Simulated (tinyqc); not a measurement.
Growth of a silicide layer between metal and silicon: linear-parabolic kinetics, ramp anneals and Kissinger analysis: one step, computed by the program tinyqc.

One compound layer of thickness x grows by diffusion through itself and reaction at an interface, dx/dt = 1/(2x/K + 1/v), until the metal is used up at x = a h.

Question. Geometry at full reaction. Silicon consumed b h, sheet resistance rho/(final thickness) with 1 micro-ohm cm/nm = 10 ohm; margin to the junction x_j - b h.

Inputs (values chosen for the exercise, modelled on NiSi):

| quantity | value | unit |
|---|---|---|
| metal thickness h | 22 | nm |
| silicon consumed per metal thickness b | 1.83 | - |
| silicide resistivity | 15 | micro-ohm cm |
| junction depth x_j | 65 | nm |

final thickness = 48.4 nm

Give: silicon consumed; sheet resistance; margin to the junction.

Answer.

silicon consumed = 40.26 nm

sheet resistance = 3.099 ohm/square

margin to the junction = 24.74 nm

The layer takes 62 % of the junction depth; its surface lies 8.14 nm above the original silicon surface.
